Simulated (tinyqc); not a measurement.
Energy and delay of logic against supply voltage: two steps of the calculation.

One expression serves below and above threshold: I(Vg) = Ik [ln(1 + exp((Vg - VT + dd V)/(al nf Vt)))]^al, with I_on = I(V) and I_off = I(0). Gate delay td = kd C V/I_on, clock period LD td. Per gate and cycle the switching energy is act C V^2 and the leakage energy I_off V LD td. No short-circuit current, no variation. Minima are sought above 0.09 V; below a few Vt gates no longer switch and the model has no meaning.

Inputs (values chosen for the exercise); values of the order met in logic technologies:
- T = 330 K (temperature)
- VT = 0.4 V (threshold voltage at zero drain bias)
- nf = 1.27 (slope factor)
- dd = 0.06 (barrier lowering per volt of supply)
- Ik = 1 uA (specific current of a gate)
- al = 1.59 (exponent of the current law)
- C = 0.59 fF (load capacitance of a gate)
- kd = 1.1 (delay factor)
- LD = 20 (logic depth)
- act = 0.1 (activity factor)
- V = 0.63 V (supply voltage)

Constants: q = 1.602176634e-19 C, kB = 1.380649e-23 J/K, Vt = kB T/q. Results are converted to the units shown.

Problem 1. Currents, delay and energies. I_on, I_off, td, clock frequency 1/(LD td), both energies and their sum.

Find: I_on; I_off; td; clock frequency; switching energy; leakage energy; energy.

Solution 1.

I_on = 11.605 uA
I_off = 0.044038 nA
td = 35.231 ps
clock frequency = 1.4192 GHz
switching energy = 23.417 aJ
leakage energy = 0.019549 aJ
energy = 23.437 aJ

I_on/I_off = 2.64e5; leakage makes up 0.0834 % of the energy.

Problem 2. New V. Minimum-energy supply: E(V) is the energy per gate and cycle; with h = 0.001 V, E' = (E(V + h) - E(V - h))/(2 h), E'' = (E(V - h) - 2 E(V) + E(V + h))/h^2, V(new) = V - E'/E''.

V after iteration 1 = 0.21760182 V

Wanted: E'; E''; V after iteration 2.

Solution 2.

E' = -1.783 aJ/V
E'' = 560.6 aJ/V^2
V after iteration 2 = 0.2208 V

Computed by the program tinyqc: `OMP_NUM_THREADS=1 python tinyqc.py 2082013 2082014 out.jsonl`, one thread of a shared Intel Xeon 2.30GHz, about 0.01 s for the whole run.
